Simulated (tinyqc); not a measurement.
Mobility, diffusion coefficient and lifetime from two collectors.

Question. For an injected sheet in a field F the peak time tp at distance L obeys u^2 tp^2 + 2 D tp = L^2 with u^2 = v^2 + 4 D/tau, and the pulse area goes as exp(L (v - u)/(2 D)); v = mu F. Find u, D, mu and tau without using the Einstein relation.

Parameters, values chosen for the exercise: sweep field along the drift F = 40 V/cm.

distances (um): [27, 75]
peak times (us): [0.0868480554, 0.263993267]
ratio of the areas, far over near = 0.0766443764

Solution. The two peak times give two linear equations for u^2 and D; the area ratio gives v - u, and u^2 - v^2 = 4 D/tau gives tau.

u = 2.70e4 cm/s
D = 10.3 cm^2/s
mu = 399 cm^2/(V s)
tau = 8.70e-8 s

Program tinyqc, `OMP_NUM_THREADS=1 python tinyqc.py 2310123 2310124 out.jsonl`; Intel Xeon 2.30GHz, shared host, one thread, about 0.01 s.
